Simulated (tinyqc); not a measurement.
Inside a calculation. Method: Ewald sum of point charges, zinc blende lattice. Computed by tinyqc, a small Python program that keeps every step. Command: `OMP_NUM_THREADS=1 python tinyqc.py 26801 26802 out.jsonl` (the two numbers bound the seeds that draw the settings). One thread of a shared host (Intel(R) Xeon(R) Processor @ 2.60GHz), about 0.05 s of CPU time with the checks.

## Ewald sum with eta = 0.359 1/bohr

cell vectors (rows) (bohr):
```
          1         2         3
1  0.000000  4.680000  4.680000
2  4.680000  0.000000  4.680000
3  4.680000  4.680000  0.000000
```

Charges:
```
q                f1        f2        f3
1.000000   0.000000  0.000000  0.000000
-1.000000  0.250000  0.250000  0.250000
```

Real space: 1/2 sum q_i q_j erfc(eta r)/r over all images with r > 0; reciprocal space: (2 pi/V) sum_(G != 0) exp(-G^2/4 eta^2)/G^2 |S(G)|^2 with S(G) = sum q exp(i G.r); self term -eta/sqrt(pi) sum q^2; background -pi Q^2/(2 V eta^2), Q the total charge.

Real-space shells (first ones):
```
r (bohr)   pairs  sum (hartree)
4.052999       8      -0.039099
6.618519      24       0.001412
7.760902      24      -0.000126
9.360000      12       1.29e-06
10.199824     24      -2.63e-07
11.463612     48       1.23e-08
12.158997     32      -8.81e-10
13.237039     24       1.64e-11
13.843627     48              0
14.799459     48              0
15.344406     24              0
16.211996     16              0
```

Reciprocal shells (first ones that count):
```
G^2 (1/bohr^2)  vectors  sum (hartree)
1.351852              8       0.026349
1.802470              6       0.012368
4.956792             24       0.000020
5.407410              8       0.000005
8.561732             24       1.05e-08
9.012350             24       8.35e-09
```

## The total does not depend on eta

The same sums for other eta.

Totals (hartree per cell):
```
eta            real  reciprocal       self  background        total
0.359000  -0.037812    0.038741  -0.405088    0.000000  -0.40415877
0.563000  -0.001234    0.232353  -0.635277    0.000000  -0.40415877
0.736000  -0.000024    0.426353  -0.830487    0.000000  -0.40415877
```

shortest distance = 4.052999 bohr

Madelung constant -E d / (formula units |q+ q-|) = 1.638055
